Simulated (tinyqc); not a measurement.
Sheet resistance of a shallow doped layer with concentration-dependent mobility and limited activation: one step, computed by the program tinyqc.

A layer of one dopant lies in a background of the opposite type. Current flows parallel to the surface down to the junction; depletion is ignored.

Task: Sheet resistance. C(x) = C_s erfc(x/l). Active density N = min(C, C_a); carriers n = N - C_B; mobility mu = mu_min + (mu_max - mu_min)/(1 + ((N + C_B)/N_r)^alpha). Integrals from 0 to x_j, where C = C_B (Gauss-Legendre, 60 points on each smooth piece; 1 nm = 1e-7 cm): dose int C dx, carriers int n dx, mean mobility int n mu dx/int n dx, R_s = 1/(e int n mu dx).

Inputs (values chosen for the exercise, modelled on boron in silicon):

| quantity | value | unit |
|---|---|---|
| surface concentration C_s | 4.4e+19 | 1/cm^3 |
| length l | 13 | nm |
| background C_B | 1.3e+17 | 1/cm^3 |
| mobility floor mu_min | 47.2 | cm^2/(V s) |
| mobility mu_max | 481 | cm^2/(V s) |
| reference density N_r | 1.59e+17 | 1/cm^3 |
| exponent alpha | 0.7 | - |
| anneal temperature T | 1150 | C |

Profile: erfc.

active limit C_a = 2.656953e+20 1/cm^3

Constants: e = 1.602176634e-19 C.

Give: chemical dose; sheet carrier density; mean mobility; sheet resistance R_s; carriers per dopant atom; product R_s x_j.

Result:

chemical dose = 3.2238e+13 1/cm^2

sheet carrier density = 3.1882e+13 1/cm^2

mean mobility = 62.827 cm^2/(V s)

sheet resistance R_s = 3116.0 ohm/square

carriers per dopant atom = 0.98898

product R_s x_j = 85139 ohm nm
